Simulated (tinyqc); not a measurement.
Free and nearly free electrons in a metal, step by step. Values are carried at full precision from step to step, so a last printed digit may differ when a step is redone from the rounded ones.

The cubic cell holds 4 atoms: n = 4 z/a^3, kF = (3 pi^2 n)^(1/3), EF = c kF^2/m, vF = 2 c kF/(m hbar), c = hbar^2/2m0; rs = (3/(4 pi n))^(1/3)/a0; D(EF) = 3 n/(2 EF).

Constants: hbar^2/2m0 = 3.80998211 eV angstrom^2; hbar = 6.58211957e-16 eV s; a0 (Bohr radius) = 0.5291772105 angstrom; kB = 8.617333262e-05 eV/K.

Values chosen for the exercise (near those of Ag, whose d bands this model ignores; not measured data): a = 4.058 angstrom (fcc lattice constant); z = 1 (free electrons an atom); m = 1 m0 (mass); rho = 1.75 micro-ohm cm (bulk resistivity); T = 320 K; V = 1.89 eV (|V_G| for G = (111)); x = 0.82 (k along G as a share of |G|/2).

## The Fermi sphere

Evaluate the free-electron quantities.

n = 0.05986 1/angstrom^3
kF = 1.2102 1/angstrom
EF = 5.580 eV
vF = 1.401e+06 m/s
rs = 2.997
D(EF) per atom = 0.2688 1/eV

## Relaxation time and mean free path

Drude: 1/rho = n e^2 tau/(m m0) with e = 1.602176634e-19 C and m0 = 9.1093837e-31 kg; mean free path l = vF tau; rho l = hbar kF/(n e^2) = 12 pi^3 hbar/(e^2 S) with S = 4 pi kF^2 does not depend on tau or m.

Use SI units: n in 1/m^3 (1e30 per 1/angstrom^3), rho in ohm m (1e-8 per micro-ohm cm).

tau = 33.88 fs
l = 47.46 nm
rho l = 8.306 1e-16 ohm m^2

Wires lose conductivity to surfaces and grain boundaries, with an excess that scales as rho l over the width and is of the order of rho itself at a width of l = 47 nm.

## Thermal quantities

gamma = (pi^2/3) kB^2 D(EF) per atom, times 96485.33 x 1e3 for mJ/(mol K^2); mu(T) = EF (1 - (pi kB T/EF)^2/12); Wiedemann-Franz kappa = L0 T/rho with L0 = (pi^2/3) (kB/e)^2, kB/e in V/K.

gamma = 0.634 mJ/(mol K^2)
mu - EF = -0.1121 meV
kappa = 447 W/(m K)

## The sphere against the zone faces

Take G = (hkl) 2 pi/a for (111), (200) and (220), with the number of equivalent faces. The Bragg plane of G lies at |G|/2 with |G| = (2 pi/a) sqrt(h^2 + k^2 + l^2). Where kF exceeds it, the sphere cuts the plane in a circle of radius sqrt(kF^2 - G^2/4).

Distance and circle for each G:
```
G      faces  |G|/2 (1/angstrom)  kF/(|G|/2)  circle radius
(111)      8              1.3409      0.9025              -
(200)      6              1.5483      0.7816              -
(220)     12              2.1897      0.5527              -
```

The sphere stays inside the first zone; it reaches 0.903 of the way to the nearest faces.

## Two plane waves near the face

Two plane waves k and k - G, G = (111) (2 pi/a): H = [[c k^2/m, V], [V, c (k - G)^2/m]] with c = hbar^2/2m0.

Build H for k along G, diagonalise, and give the weight of the first wave in the lower state and its velocity along G relative to a free electron, (w k + (1 - w)(k - G))/k.

H (eV):
```
        1       2
1  4.6063  1.8900
2  1.8900  9.5386
```

levels (eV): 3.9653  10.1795

w = 0.8969
v/v_free = 0.7484

The splitting is 6.214 eV here and 2V = 3.78 eV on the face, where the normal velocity vanishes. There the lower band lies at 4.960 eV, below the free EF of 5.580 eV, so by this test the Fermi surface touches the face (V is large against EF, which it lowers, so the test is rough). The real noble metals have necks on these faces, through a gap of 4 to 5 eV at L and their d bands.

## Checks

- Lower level against the closed form of the 2 x 2 problem (eV): both 3.9653.
- The product rho l against hbar kF/(n e^2) (1e-16 ohm m^2): both 8.306.

(tinyqc, `OMP_NUM_THREADS=1 python tinyqc.py 1650290 1650291 out.jsonl`, Intel(R) Xeon(R) Processor @ 2.30GHz, 1 thread, shared host, about 0.01 s.)
